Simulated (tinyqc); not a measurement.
Free and nearly free electrons in a metal: one step. The Fermi sphere. Three cases, with inputs chosen for the exercise.

Question. Evaluate the free-electron quantities.

The cubic cell holds 2 atoms: n = 2 z/a^3, kF = (3 pi^2 n)^(1/3), EF = c kF^2/m, vF = 2 c kF/(m hbar), c = hbar^2/2m0; rs = (3/(4 pi n))^(1/3)/a0; D(EF) = 3 n/(2 EF).

Constants: hbar^2/2m0 = 3.80998211 eV angstrom^2; hbar = 6.58211957e-16 eV s; a0 (Bohr radius) = 0.5291772105 angstrom.

Case 1.

Values chosen (out of a larger set: near those of W, whose d bands this model ignores; not measured data): a = 3.18 angstrom (bcc lattice constant); z = 2 (free electrons an atom); m = 1.45 m0 (mass).

Case 2.

Values chosen (out of a larger set: near those of K; not measured data): a = 5.205 angstrom (bcc lattice constant); z = 1 (free electrons an atom); m = 1 m0 (mass).

Case 3.

Values chosen (out of a larger set: near those of Li; not measured data): a = 3.481 angstrom (bcc lattice constant); z = 1 (free electrons an atom); m = 1.31 m0 (mass).

Give: n; kF; EF; vF; rs; D(EF) per atom.

Answer.

Case 1.

n = 0.12439 1/angstrom^3
kF = 1.5443 1/angstrom
EF = 6.266 eV
vF = 1.233e+06 m/s
rs = 2.348
D(EF) per atom = 0.4787 1/eV

Case 2.

n = 0.01418 1/angstrom^3
kF = 0.7489 1/angstrom
EF = 2.137 eV
vF = 8.669e+05 m/s
rs = 4.843
D(EF) per atom = 0.7021 1/eV

Case 3.

n = 0.04742 1/angstrom^3
kF = 1.1197 1/angstrom
EF = 3.647 eV
vF = 9.895e+05 m/s
rs = 3.239
D(EF) per atom = 0.4114 1/eV

Computed by tinyqc, one run a case: `OMP_NUM_THREADS=1 python tinyqc.py N N+1 out.jsonl` with N = 1650208, 1650979, 1651108; one thread of a shared Intel(R) Xeon(R) Processor @ 2.30GHz, about 0.01 s a run at most.
